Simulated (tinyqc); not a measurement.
Nuclear against electronic stopping over energy: ion implantation: universal nuclear stopping, Lindhard-Scharff electronic stopping and a Gaussian range profile. Computed by tinyqc, a small Python program. Command: `OMP_NUM_THREADS=1 python tinyqc.py 3015142 3015143 out.jsonl implant walk`. One thread of a shared host (Intel(R) Xeon(R) Processor @ 2.30GHz), about 0.07 s of CPU time with the checks.

An ion slows by elastic collisions with screened nuclei and by friction with electrons; channelling is ignored and the target is uniform.

Inputs (values chosen for the exercise, modelled on fluorine ions in silicon):
```
quantity                               value    unit
ion atomic number Z1                       9       -
ion mass M1                               19       u
target atomic number Z2                   14       -
target mass M2                         28.09       u
target density N                       49.94  1/nm^3
scale factor of electronic stopping k    1.2       -
```

Method:
- Reduced energy eps = 32.53 M2 E/(Z1 Z2 (M1 + M2)(Z1^0.23 + Z2^0.23)), E in keV; s_n = ln(1 + 1.1383 eps)/(2 (eps + 0.01321 eps^0.21226 + 0.19593 eps^0.5)) for eps up to 30 and ln(eps)/(2 eps) above; S_n = 8.462 Z1 Z2 M1 s_n/((M1 + M2)(Z1^0.23 + Z2^0.23)) in 1e-15 eV cm^2.
- S_e = k 3.83 Z1^(7/6) Z2/(Z1^(2/3) + Z2^(2/3))^(3/2) sqrt(E/M1) in 1e-15 eV cm^2, E in keV.
- Path length R = int_0^E dE'/(N (S_n + S_e)); energy lost to nuclei nu = int_0^E S_n/(S_n + S_e) dE' (both with E' = E y^3 and 64 Gauss-Legendre points in y).

Stopping (1e-15 eV cm^2) and range:
```
E (keV)         eps     S_n     S_e  R (nm)     nu/E
1        4.4096e-02  32.769    5.94     8.9  0.86531
2        8.8193e-02  38.193    8.40    13.5  0.84891
5        2.2048e-01  42.821   13.28    25.1  0.81339
10       4.4096e-01  43.032   18.78    42.0  0.77073
20       8.8193e-01  39.684   26.56    73.1  0.70779
50       2.2048e+00  30.791   41.99   159.3  0.58398
100      4.4096e+00  22.845   59.38   288.6  0.46266
200      8.8193e+00  15.697   83.98   509.0  0.33513
500      2.2048e+01   8.737  132.78  1007.8  0.19205
```

What does the comparison show, and why?

Nuclear stopping peaks near 10 keV among these rows (eps = 0.44; the universal curve peaks near 0.3). Electronic stopping overtakes it between 20 and 50 keV. The path length grows as E^0.61 at the low end and E^0.75 at the high end; constant stopping would give E^1, and stopping that rises with E, be it nuclear (below its peak) or electronic, gives a lower exponent.

Extremes, crossings and ranges named in words are read from the listed rows.
